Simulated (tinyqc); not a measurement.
## Body thickness for a wanted scale length

Inverse problem. A double-gate structure has tan(pi ti/Lambda) tan(pi ts/(2 Lambda)) = ei/eps_r, both angles below pi/2. Find ts.

Parameters, values chosen for the exercise; permittivities: semiconductor close to that of silicon, insulator close to that of silicon dioxide:
- eps_r = 11.9 (relative permittivity of the semiconductor)
- ei = 3.75 (relative permittivity of the insulator)
- ti = 1.5 nm (insulator thickness)

Lambda = 16.475718 nm

Answer. The condition is explicit in ts: an arctangent, taken between 0 and pi/2.

ts = 8.600 nm

Program tinyqc, `OMP_NUM_THREADS=1 python tinyqc.py 2420106 2420107 out.jsonl`; Intel Xeon 2.30GHz, shared host, one thread, about 0.01 s.
